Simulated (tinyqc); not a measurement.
# p-n diode, drift-diffusion by the Gummel loop with Scharfetter-Gummel fluxes: what changes with what

Abrupt junction at x = 0, p side from -Lp, n side to Ln, ohmic contacts. psi is counted from the intrinsic level; n = ni exp((psi - phin)/Vt), p = ni exp((phip - psi)/Vt). Contacts: p side psi = V - Vt ln(Na/ni), p = Na, n = ni^2/Na; n side psi = Vt ln(Nd/ni), n = Nd, p = ni^2/Nd. Constant mobilities, D = mu Vt, Boltzmann statistics, SRH recombination through a mid-gap level, U = (n p - ni^2)/(tp (n + ni) + tn (p + ni)). Current is positive from the p contact to the n contact.

Parameters, values chosen for the exercise; band and dielectric values those of a made-up semiconductor:
- T = 300 K (temperature)
- Eg = 0.941 eV (band gap)
- eps_r = 11.3 (relative permittivity)
- Nc = 3.57e19 cm^-3 (conduction-band density of states at T)
- Nv = 2.49e19 cm^-3 (valence-band density of states at T)
- Na = 1.3e17 cm^-3 (acceptor density of the p side)
- Nd = 1.2e17 cm^-3 (donor density of the n side)
- mun = 890 cm^2/(V s) (electron mobility)
- mup = 260 cm^2/(V s) (hole mobility)
- tn = 8e-8 s (SRH lifetime of electrons)
- tp = 1e-9 s (SRH lifetime of holes)
- Lp = 1.4 um (length of the p side)
- Ln = 1.4 um (length of the n side)
- G = 0 cm^-3 s^-1 (uniform generation rate)

Constants: q = 1.602176634e-19 C, kB = 1.380649e-23 J/K, Vt = kB T/q, eps0 = 8.8541878128e-14 F/cm where lengths are in cm. Results are converted to the units shown.

Each table varies one quantity; the others keep the values above.

## Current against voltage in the dark

ni = sqrt(Nc Nv) exp(-Eg/(2 Vt)), Eg in volts. Poisson and both continuity equations are solved self-consistently with Scharfetter-Gummel fluxes on a graded mesh of 500 nodes. J_scr is q times the integral of U between -xp and xn. Ideal diffusion current J_id = q ni^2 [Dn coth(wp/Le)/(Le Na) + Dp coth(wn/Lh)/(Lh Nd)] (exp(V/Vt) - 1), Le = sqrt(Dn tn), Lh = sqrt(Dp tp), wp = Lp - xp, wn = Ln - xn, with xp and xn from the depletion approximation (W = sqrt(2 eps0 eps_r (Vbi - V)(1/Na + 1/Nd)/q), xp = W Nd/(Na + Nd), xn = W Na/(Na + Nd), Vbi = Vt ln(Na Nd/ni^2)). Ideality factor = 0.004 V/(Vt ln[J(V + 0.004 V)/J(V)]). Here G = 0.

In this table G = 0 cm^-3 s^-1.

Result of one run:

| V (V) | J (A/cm^2) | ideality factor | J_scr/J (%) | J_id (A/cm^2) | share recombining at the contacts (%) | larger minority/doping at -xp and xn |
|---|---|---|---|---|---|---|
| 0.44 | 1.14 | 1.02 | 3.38 | 1.11 | 74.2 | 3.57e-4 |

What becomes of these results when the bias of the p contact V is changed from 0.44 to 0.34 V, all else the same?

Result of the changed run:

| V (V) | J (A/cm^2) | ideality factor | J_scr/J (%) | J_id (A/cm^2) | share recombining at the contacts (%) | larger minority/doping at -xp and xn |
|---|---|---|---|---|---|---|
| 0.34 | 0.0271 | 1.06 | 14.4 | 0.0233 | 65.7 | 7.70e-6 |

The whole series:

| V (V) | J (A/cm^2) | ideality factor | J_scr/J (%) | J_id (A/cm^2) | share recombining at the contacts (%) | larger minority/doping at -xp and xn |
|---|---|---|---|---|---|---|
| 0.13 | 4.06e-5 | 1.44 | 83.0 | 6.89e-6 | 13.1 | 2.36e-9 |
| 0.18 | 1.57e-4 | 1.40 | 69.4 | 4.79e-5 | 23.5 | 1.62e-8 |
| 0.23 | 6.64e-4 | 1.27 | 50.1 | 3.31e-4 | 38.4 | 1.11e-7 |
| 0.28 | 0.00330 | 1.15 | 30.6 | 0.00229 | 53.3 | 7.64e-7 |
| 0.34 | 0.0271 | 1.06 | 14.4 | 0.0233 | 65.7 | 7.70e-6 |
| 0.39 | 0.173 | 1.03 | 7.16 | 0.161 | 71.2 | 5.25e-5 |
| 0.44 | 1.14 | 1.02 | 3.38 | 1.11 | 74.2 | 3.57e-4 |
| 0.49 | 7.62 | 1.03 | 1.39 | 7.66 | 76.7 | 0.00239 |
| 0.54 | 48.6 | 1.07 | 0.421 | 52.8 | 82.2 | 0.0154 |

J rises from 4.06e-5 to 48.6 A/cm^2; the ideality factor goes from 1.44 through a minimum of 1.02 (at V = 0.44 V among the rows listed) to 1.07. Recombination in the depleted layer carries over half of the current up to V = 0.23 V, where the factor is 1.27; it grows roughly as exp(V/2 Vt), so diffusion overtakes it. Where the factor is lowest (V = 0.44 V), J is 3.0 % above the ideal diffusion current.

## Effect of the SRH lifetime of electrons at fixed bias

Same model as above.

In this table V = 0.39 V.

Effect of the SRH lifetime of electrons at fixed bias:

| tn (s) | J (A/cm^2) | ideality factor | J_scr/J (%) | J_id (A/cm^2) | share recombining at the contacts (%) | larger minority/doping at -xp and xn |
|---|---|---|---|---|---|---|
| 1e-11 | 2.03 | 1.27 | 52.2 | 0.979 | 1.05 | 5.24e-5 |
| 1e-10 | 0.637 | 1.22 | 44.8 | 0.351 | 8.60 | 5.25e-5 |
| 1e-9 | 0.272 | 1.15 | 31.4 | 0.187 | 40.7 | 5.25e-5 |
| 1e-8 | 0.192 | 1.07 | 15.4 | 0.163 | 63.3 | 5.25e-5 |
| 1e-7 | 0.172 | 1.03 | 6.57 | 0.161 | 71.7 | 5.25e-5 |
| 1e-6 | 0.164 | 1.02 | 2.56 | 0.160 | 75.3 | 5.25e-5 |
| 1e-5 | 0.156 | 1.03 | 0.703 | 0.160 | 79.7 | 5.26e-5 |

What does the comparison show?

As tn rises from 1e-11 to 1e-5, J falls from 2.03 to 0.156 A/cm^2, the share of the depleted layer falls from 52.2 to 0.703 % and the share lost at the contacts rises from 1.05 to 79.7 %. The exponent d ln J/d ln tn is -0.50 between the first two rows and -0.02 between the last two. J less J_scr is 3.3 % below J_id in the last row.

tinyqc, about 0.1 s, one thread, Intel Xeon 2.30GHz (shared host): `OMP_NUM_THREADS=1 python tinyqc.py 2240062 2240063 out.jsonl`
